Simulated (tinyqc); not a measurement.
Two-diode model of a solar cell: one step of the calculation.

J is the current delivered and Vj = V + J Rs the junction voltage. J = X JL - J01 (exp(Vj/(n1 Vt)) - 1) - J02 (exp(Vj/(2 Vt)) - 1) - Vj/Rp. The photocurrent does not depend on voltage.

Task. Figures of merit. Jsc at V = 0, Voc at J = 0, the maximum power point where J (1 + 2 Rs G) = G Vj with G = -dJ/dVj; FF = Vmp Jmp/(Voc Jsc); efficiency Vmp Jmp/(X Pin). Empirical fill factor without parasitics FF0 = (v - ln(v + 0.72))/(v + 1), v = Voc/(n1 Vt).

Inputs (values chosen for the exercise); values of the order met in cells of CIGS:
```
symbol    value      unit                                              meaning
T           300         K                                          temperature
JL         37.3   mA/cm^2                              photocurrent at one sun
X             1      suns                                        concentration
J01     8.5e-15    A/cm^2                saturation current of the first diode
n1            1                             ideality factor of the first diode
Rs            0  ohm cm^2                                    series resistance
Rp        70000  ohm cm^2                                     shunt resistance
Pin         100   mW/cm^2                            incident power at one sun
J02      1.6e-8    A/cm^2  saturation current of the second diode (ideality 2)
```

Constants: q = 1.602176634e-19 C, kB = 1.380649e-23 J/K, Vt = kB T/q. Results are converted to the units shown.

Find: Jsc; Voc; Vmp; Jmp; FF; efficiency; FF0.

Result.

Jsc = 37.300 mA/cm^2
Voc = 0.73003 V
Vmp = 0.61801 V
Jmp = 34.602 mA/cm^2
FF = 0.78533
efficiency = 21.384 %
FF0 = 0.85068

FF is 7.7 % below FF0. Removing one loss at a time changes the efficiency by: second diode +2.58, shunt +0.01 points.

Program tinyqc, `OMP_NUM_THREADS=1 python tinyqc.py 2280015 2280016 out.jsonl`; Intel Xeon 2.30GHz, shared host, one thread, about 0.01 s.
